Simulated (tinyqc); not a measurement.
Resistance of a source-drain extension with a graded tip: abruptness at a fixed junction position.

y runs along the channel, the gate covers y > 0. The doping is N0 for y < y0 and N0 10^(-(y - y0)/la) beyond, uniform over the depth xj. Sheet conductance s(y) = q mu(N) max(N - Nch, 0) xj + (for y > 0) ma Cox Vo, with mu(N) = u0 + (u1 - u0)/(1 + (N/Nr)^au) and Cox = eps0 eox/tox. Current is taken as one-dimensional; depletion of the tip, spreading and the contact are left out. The metallurgical junction lies at yj, where N = Nch.

R_spacer = integral of dy/s from -Ls to 0, R_ov from 0 to yj, R_channel = (Lg - 2 yj)/(ma Cox Vo), R_total = 2 R_spacer + 2 R_ov + R_channel. Electrical length L_eff = ma Cox dR_total/d(1/Vo); R_series = R_total - L_eff/(ma Cox Vo). y0 is moved with la so that yj stays at 8.4890 nm.

Parameters, values chosen for the exercise; mobility law close to that of electrons in silicon: relative permittivity of the gate insulator (close to silicon dioxide) eox = 3.9; insulator thickness tox = 1.9 nm; active doping of the extension far from the gate N0 = 7.5e19 cm^-3; depth of the extension xj = 25 nm; channel doping Nch = 1.8e18 cm^-3; spacer length Ls = 10 nm; gate overdrive Vo = 0.33 V; mobility of the gate-induced layer ma = 220 cm^2/(V s); mobility at low doping u1 = 1414 cm^2/(V s); mobility at high doping u0 = 68.5 cm^2/(V s); reference doping Nr = 9.2e16 cm^-3; exponent au = 0.711; gate length Lg = 30 nm.

Constants: q = 1.602176634e-19 C, eps0 = 8.8541878128e-14 F/cm where lengths are in cm. Results are converted to the units shown.

The same in every row: yj (nm) = 8.489; R_channel (ohm um) = 98.69.

Abruptness at a fixed junction position:
```
la (nm/decade)  R_spacer (ohm um)  R_ov (ohm um)  R_total (ohm um)  L_eff (nm)  R_series (ohm um)
1                           4.271          6.591             120.4       13.56              17.67
2.3                         4.271          10.70             128.6       14.19              21.08
3.6                         4.271          14.80             136.8       14.82              24.49
4.9                         4.271          18.91             145.1       15.46              27.90
6.1                         4.440          22.55             152.7       16.04              31.13
7.4                         5.331          25.91             161.2       16.64              35.07
8.7                         6.929          28.73             170.0       17.20              39.62
10                          9.151          31.12             179.2       17.73              44.87
```

What does the table show?

As la goes from 1 to 10 nm/decade, R_total rises from 120 to 179 ohm um, R_spacer rises from 4.27 to 9.15 ohm um and R_ov rises from 6.59 to 31.1 ohm um. R_total changes on average by 6.54 ohm um for each nm/decade. L_eff exceeds the metallurgical length by 0.536 nm in the first row and 4.71 nm in the last, since the gate also controls the lightly doped tips.

Program tinyqc, `OMP_NUM_THREADS=1 python tinyqc.py 2282269 2282270 out.jsonl`; Intel Xeon 2.30GHz, shared host, one thread, about 0.04 s.
